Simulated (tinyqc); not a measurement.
Inside a calculation. Model: classical Heisenberg spin chain: exact results, Metropolis, heat-bath and over-relaxation steps, and a Monte Carlo run. Computed by tinyqc, a small Python program that keeps every step. Command: `OMP_NUM_THREADS=1 python tinyqc.py 3130138 3130139 out.jsonl heismc walk`. One thread of a shared host (Intel(R) Xeon(R) Processor @ 2.30GHz), about 0.2 s of CPU time with the checks. Intermediate numbers are printed to about 5 digits and carried at full precision; extremes and crossings named in words are read from the listed rows.

E = -J sum_i s_i . s_(i+1) for unit vectors s_i on an open chain; K = J/(k_B T).

Inputs (values chosen for the exercise, for a model chain of large moments):
```
quantity                     value  unit
coupling J                      38   meV
temperature T                  119     K
moment mu                      2.2  mu_B
length N of the open chain      24     -
seed                        562638     -
```

Update: Metropolis.

Constants: k_B = 8.617333262e-05 eV/K; mu_B = 5.7883818060e-05 eV/T.

## Exact results

Each bond angle is independent, so u = <s_i . s_(i+1)> = coth K - 1/K, <s_i . s_(i+n)> = u^n, correlation length xi = -1/ln|u|, energy per bond -J u, heat capacity per bond c/k_B = 1 - K^2/sinh^2 K, and for the long chain chi = mu^2 (1 + u)/(3 k_B T (1 - u)) per spin.

K = 3.7056

u = 0.73135

xi = 3.1963 sites

energy per bond = -27.791 meV

heat capacity = 0.96676 k_B/bond

chi over the Curie value = 6.4447

chi = 0.058690 mu_B/T per spin

For |K| >> 1, |u| = 1 - 1/|K| and xi = |K| - 1/2 = 3.21: the chain orders only at T = 0, and c tends to k_B, not to zero, a failure of classical spins.

## Finite chain

For N spins, <|sum s|^2>/N = (1 + u)/(1 - u) - 2 u (1 - u^N)/(N (1 - u)^2); the long chain has (1 + u)/(1 - u), chi over the Curie value, and the difference is relative to it.

<|sum s|^2>/N = 5.6007

difference from the long chain = -13.096 %

## Four single-spin steps

four neighbouring spins (rows; components x, y, z):
```
         1        2       3
1   0.9837  -0.0455  0.1741
2   0.6292  -0.1039  0.7702
3  -0.5229  -0.0442  0.8513
4   0.0952  -0.5418  0.8351
```

random numbers, one row a step:
```
        1       2       3
1  0.1803  0.3421  0.7812
2  0.7457  0.9362  0.5646
3  0.7719  0.7922  0.6544
4  0.6836  0.5676  0.3170
```

The given spins are first normalised. Spins 2 and 3 are updated in turn, with h = K (sum of the two neighbours). Trial spin with z = 2 r1 - 1 and azimuth 2 pi r2; it is accepted if r3 < min(1, exp(h . s_trial - h . s_old)).

Steps:
```
spin     |h|  h . s before  h . s trial  acceptance  accepted        x         y        z
2     4.1789        4.0356      -3.3615      0.0006        no  0.62923  -0.10391  0.77024
3     6.9513        3.7661       5.8891      1.0000       yes  0.80189  -0.33985  0.49140
2     7.2042        6.2113       3.9527      0.1045        no  0.62923  -0.10391  0.77024
3     6.9513        5.8891       0.8265      0.0063        no  0.80189  -0.33985  0.49140
```

## A run and its error bars

From the ordered state (alternating for J < 0), with trial spins uniform on the sphere, 200 sweeps are discarded and 1600 recorded (even and odd sites in turn; random numbers not printed, so these rows are one sample). Errors are the scatter of block means over sqrt(number of blocks).

Blocking:
```
block length  mean bond product      error  <|sum s|^2>/N    error
1                       0.72384  0.0013020         5.5542  0.08678
4                       0.72384  0.0023071         5.5542  0.16953
16                      0.72384  0.0035957         5.5542  0.31588
40                      0.72384  0.0040486         5.5542  0.44956
80                      0.72384  0.0045385         5.5542  0.49457
```

With blocks of 40 the bond product is 1.9 error bars from the exact u = 0.7314, and <|sum s|^2>/N is 0.1 from the exact 5.601. Blocking to 40 changes the two errors by factors 3.1 and 5.2, because successive sweeps are correlated. 17 % of the trial spins are accepted.

Checks made by the program: c against a difference of the energy (relative difference 7e-10).
